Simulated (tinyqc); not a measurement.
Inside a calculation. Method: sp3 tight binding, zinc-blende lattice. One step of it, computed by the program tinyqc.

Task: Bloch Hamiltonian at X. Slater-Koster rules over the four bonds with direction cosines (l, m, n): ss V_ss; s-px l V_sp; px-s -l V_sp; px-px l^2 V_pps + (1 - l^2) V_ppp; px-py l m (V_pps - V_ppp); each times exp(i k.d).

Parameters chosen for this model: zinc-blende lattice, anion at 0, cation at a/4 (1,1,1); V = eta hbar^2 / (m d^2), hbar^2/m = 7.619964 eV angstrom^2:
```
parameter          value      unit
a               3.640000  angstrom
d               1.576166  angstrom
Es anion      -15.690000        eV
Ep anion       -6.730000        eV
Es cation     -15.690000        eV
Ep cation      -6.730000        eV
eta ss         -1.580000
eta sp          1.520000
eta pp sigma    2.260000
eta pp pi      -0.650000
V ss           -4.846252        eV
V sp            4.662217        eV
V pp sigma      6.931980        eV
V pp pi        -1.993711        eV
```

k point X (2 pi / a): [1, 0, 0]

Give: H(k) at X.

Result:

H(k) at X (eV), order a s, a px, a py, a pz, c s, c px, c py, c pz:
```
[[-15.690, 0.000, 0.000, 0.000, 0.000, 0.000+10.767i, 0.000, 0.000],
 [0.000, -6.730, 0.000, 0.000, 0.000-10.767i, 0.000, 0.000, 0.000],
 [0.000, 0.000, -6.730, 0.000, 0.000, 0.000, 0.000, 0.000+11.901i],
 [0.000, 0.000, 0.000, -6.730, 0.000, 0.000, 0.000+11.901i, 0.000],
 [0.000, 0.000+10.767i, 0.000, 0.000, -15.690, 0.000, 0.000, 0.000],
 [0.000-10.767i, 0.000, 0.000, 0.000, 0.000, -6.730, 0.000, 0.000],
 [0.000, 0.000, 0.000, 0.000-11.901i, 0.000, 0.000, -6.730, 0.000],
 [0.000, 0.000, 0.000-11.901i, 0.000, 0.000, 0.000, 0.000, -6.730]]
```
